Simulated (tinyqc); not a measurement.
Worked calculation: density of states of one tight-binding band on the simple cubic lattice. Values are carried at full precision from step to step, so a last printed digit may differ when a step is redone from the rounded ones.

E(k) = -2 t (c1 + c2 + c3) - 4 t2 (c1 c2 + c2 c3 + c3 c1) with ci = cos(2 pi ki); k in fractions of the reciprocal vectors, mesh k_i = j/N with j = 0 .. N-1. Densities are per cell and per spin, so the band holds one state.

Parameters, chosen for this exercise: t = 1.83 eV (nearest hopping); t2 = -0.04 eV (second hopping); N = 6 (mesh points along each axis); bins = 6 (bins of the histogram); E_lo = -10.513 eV (lower end of the histogram); E_hi = 11.517 eV (upper end); E = 3.92 eV (energy at which the density is wanted); sigma = 0.915 eV (Gaussian width).

## Energies on the mesh

Evaluate the band at all 216 points and collect equal values.

Distinct energies:
```
E_k (eV)  points
-10.5000       1
-8.8300        6
-7.1200       12
-5.4900        6
-5.3700        8
-3.8200        3
-3.7000       24
-1.9900       12
-1.8700       24
-0.1200       24
1.6700        12
1.7900        24
3.5000         3
3.6200        24
5.4900         6
5.6100         8
7.5200        12
9.4700         6
11.4600        1
```

The 216 points give 19 distinct energies between -10.5000 and 11.4600 eV; a dense mesh gives a band from -10.500 to 11.460 eV.

## Histogram

Count the points in equal bins from E_lo to E_hi; g = count/(all points x bin width).

Histogram:
```
from (eV)  to (eV)  points  g (1/eV)
-10.5130   -6.8413      19    0.0240
-6.8413    -3.1697      41    0.0517
-3.1697     0.5020      60    0.0757
0.5020      4.1737      63    0.0794
4.1737      7.8453      26    0.0328
7.8453     11.5170       7    0.0088
```

Empty bins: 0 of 6; the fullest holds 63 points.

## Gaussian broadening at one energy

Gaussian broadening: g(E) = mean over the mesh of exp(-(E - E_k)^2/(2 sigma^2))/(sigma sqrt(2 pi)), n(E) = mean of erfc((E_k - E)/(sigma sqrt 2))/2.

Sum over the distinct energies with their counts.

n(E) = 0.8024
g(E) = 0.0615 1/eV

## One tetrahedron of the mesh

For corner energies e1 <= e2 <= e3 <= e4 and eij = ei - ej, the share of the tetrahedron below E is n = (E - e1)^3/(e21 e31 e41) for e1 < E < e2; n = [e21^2 + 3 e21 x + 3 x^2 - (e31 + e42) x^3/(e32 e42)]/(e31 e41) with x = E - e2 for e2 < E < e3; n = 1 - (e4 - E)^3/(e41 e42 e43) for e3 < E < e4; its density of states is g = dn/dE.

corner energies, sorted (eV): 1.6700  3.5000  3.6200  5.4900

Find its share below E and its density of states at E.

n = 0.7278
g = 0.5202 1/eV

E lies between corners 3 and 4.

## Sum over all linear tetrahedra

Each cube of the mesh, corners numbered 0 to 7 as the binary number (i j l), is cut into six tetrahedra around the diagonal 0-7: 0137, 0157, 0237, 0267, 0457, 0467. For corner energies e1 <= e2 <= e3 <= e4 and eij = ei - ej, the share of the tetrahedron below E is n = (E - e1)^3/(e21 e31 e41) for e1 < E < e2; n = [e21^2 + 3 e21 x + 3 x^2 - (e31 + e42) x^3/(e32 e42)]/(e31 e41) with x = E - e2 for e2 < E < e3; n = 1 - (e4 - E)^3/(e41 e42 e43) for e3 < E < e4; its density of states is g = dn/dE.

Average n and g over all pieces of the mesh. The reference uses the same method with N = 36.

n(E) = 0.8271
g(E) = 0.0594 1/eV
reference n(E) = 0.807
reference g(E) = 0.059 1/eV

On this mesh the linear method errs by +0.001 1/eV in g and +0.020 in n; the Gaussian sum erred by +0.003 and -0.005.

## Checks

- States below the top of the band by the linear method against one: both 1.000000.

Program tinyqc; command `OMP_NUM_THREADS=1 python tinyqc.py 1681829 1681830 out.jsonl`; about 0.3 s on one thread of a shared Intel(R) Xeon(R) Processor @ 2.30GHz.
